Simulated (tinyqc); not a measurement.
# Thin film between two gates, subbands and threshold shift from confinement: effects of single changes

Undoped body with a flat potential across it, hard walls, transport along x. Three valley pairs (g = 2 each) with the longitudinal mass along x, y or z. Non-parabolicity enters the subband edges through E (1 + al E) = gamma, so E = 2 gamma/(1 + sqrt(1 + 4 al gamma)); motion within a subband is taken as parabolic with the band-edge mass. Energies are counted from the bulk band edge.

Parameters, values chosen for the exercise; masses close to those of silicon:
```
symbol,value,unit,meaning
T,300,K,temperature
ml,0.929,m0,longitudinal mass
mt,0.187,m0,transverse mass
al,0.5,1/eV,non-parabolicity
t,9.7,nm,film thickness (along z)
dl,0,nm,widening of the box by penetration into the insulator
Cg,1.7,uF/cm^2,gate capacitance per area of interface
```

Constants: q = 1.602176634e-19 C, kB = 1.380649e-23 J/K, hbar = 1.054571817e-34 J s, m0 = 9.1093837015e-31 kg, Vt = kB T/q, hbar^2/(2 m0) = 0.0380998212 eV nm^2. Results are converted to the units shown.

Each table varies one quantity; the others keep the values above.

## Confinement against the film thickness

gamma = C (pi k/(t + dl))^2/mz, C = hbar^2/(2 m0). Each subband has N_k = g sqrt(mx my) m0 kB T/(pi hbar^2); without degeneracy n = exp(EF/Vt) sum N_k exp(-E_k/Vt). Classical value Nc times t, Nc = sum over valleys of 2 g (m m0 kB T/(2 pi hbar^2))^1.5 with m = (mx my mz)^(1/3). Threshold shift dVT = Vt ln(classical value/sum N_k exp(-E_k/Vt)). With degeneracy n = sum N_k F((EF - E_k)/Vt), F(x) = ln(1 + exp(x)); gate: Vg = EF + q n/(Cg P), P = 2 (both faces), summed over the 60 lowest subbands at most, with Vg counted from the value that would put EF at the bulk band edge of an empty body. The last two columns are for Vg = 0.4 V; sensitivity d(dVT)/dt by central differences between 0.99 and 1.01 times the value.

Confinement against the film thickness:

| t (nm) | E_1 (meV) | gap to the next edge (meV) | dVT (mV) | sensitivity (mV/nm) | n/P (cm^-2) | share of the lowest subband (%) |
|---|---|---|---|---|---|---|
| 2 | 96.53 | 248.7 | 104.2 | -79.39 | 2.901e12 | 99.98 |
| 2.7 | 54.06 | 147.7 | 69.31 | -30.11 | 3.291e12 | 98.54 |
| 3.6 | 30.76 | 87.21 | 51.39 | -14.02 | 3.582e12 | 83.54 |
| 4.7 | 18.16 | 52.63 | 38.38 | -10.28 | 3.863e12 | 57.28 |
| 6.3 | 10.15 | 29.85 | 25.37 | -6.060 | 4.115e12 | 36.02 |
| 8.4 | 5.720 | 16.97 | 16.59 | -2.800 | 4.293e12 | 24.18 |
| 11 | 3.340 | 9.953 | 11.52 | -1.355 | 4.422e12 | 17.27 |
| 15 | 1.797 | 5.373 | 7.824 | -0.6317 | 4.548e12 | 11.94 |
| 20 | 1.011 | 3.028 | 5.558 | -0.3255 | 4.650e12 | 8.593 |

As t grows from 2 to 20 nm, E_1 falls from 96.5 to 1.01 meV and dVT falls from 104 to 5.56 mV. E_1 goes as t^(-1.93) at the thin end (-2 for a parabolic band without penetration); a thickness error of 0.2 nm moves the threshold by 16 mV in the first row and 0.065 mV in the last. The charge per interface area rises from 2.90e12 to 4.65e12 cm^-2. For t = 2, 2.7 the body is too thin for bulk effective masses to be reliable. For t = 2.7, 3.6, 4.7, 6.3, 8.4, 11, 15, 20 the charge in the last two columns would bend the potential across the body noticeably, which is left out.

## Charge and subband filling against gate voltage

Same model as above.

Each subband has N_k = g sqrt(mx my) m0 kB T/(pi hbar^2). Cq = q dn/dEF.

Result of one run:

| Vg (V) | EF - E_1 (eV) | n (cm^-2) | n/P (cm^-2) | share of the lowest subband (%) | Cq/(Cg P) | total C/(Cg P) |
|---|---|---|---|---|---|---|
| -0.15 | -0.1563 | 4.339e10 | 2.169e10 | 21.98 | 0.07903 | 0.07324 |

What becomes of these results when the gate voltage Vg is changed from -0.15 to 0.6 V, all else the same?

Result of the changed run:

| Vg (V) | EF - E_1 (eV) | n (cm^-2) | n/P (cm^-2) | share of the lowest subband (%) | Cq/(Cg P) | total C/(Cg P) |
|---|---|---|---|---|---|---|
| 0.6 | -0.004273 | 1.273e13 | 6.366e12 | 19.47 | 19.36 | 0.9509 |

The whole series:

| Vg (V) | EF - E_1 (eV) | n (cm^-2) | n/P (cm^-2) | share of the lowest subband (%) | Cq/(Cg P) | total C/(Cg P) |
|---|---|---|---|---|---|---|
| -0.15 | -0.1563 | 4.339e10 | 2.169e10 | 21.98 | 0.07903 | 0.07324 |
| -0.02 | -0.07362 | 1.047e12 | 5.234e11 | 21.74 | 1.877 | 0.6524 |
| 0.1 | -0.04561 | 2.999e12 | 1.499e12 | 21.29 | 5.218 | 0.8392 |
| 0.23 | -0.02936 | 5.413e12 | 2.706e12 | 20.79 | 9.089 | 0.9009 |
| 0.35 | -0.01915 | 7.743e12 | 3.871e12 | 20.33 | 12.58 | 0.9264 |
| 0.47 | -0.01126 | 1.012e13 | 5.061e12 | 19.91 | 15.92 | 0.9409 |
| 0.6 | -0.004273 | 1.273e13 | 6.366e12 | 19.47 | 19.36 | 0.9509 |
| 0.72 | 0.001221 | 1.516e13 | 7.581e12 | 19.10 | 22.36 | 0.9572 |
| 0.85 | 0.006445 | 1.781e13 | 8.905e12 | 18.72 | 25.44 | 0.9622 |

EF passes E_1 = 0.00429 eV at Vg = 0.692 V. The share of the lowest subband falls from 22.0 to 18.7 % and the total capacitance rises from 0.0732 to 0.962 of Cg P. In the last row 4.0 % of an added gate voltage goes into raising EF (from the last two rows). For Vg = -0.02, 0.1, 0.23, 0.35, 0.47, 0.6, 0.72, 0.85 the charge would bend the potential across the body noticeably, which is left out.

Numbers from tinyqc (`OMP_NUM_THREADS=1 python tinyqc.py 2350036 2350037 out.jsonl`; about 0.06 s on one thread of a shared Intel Xeon 2.30GHz).
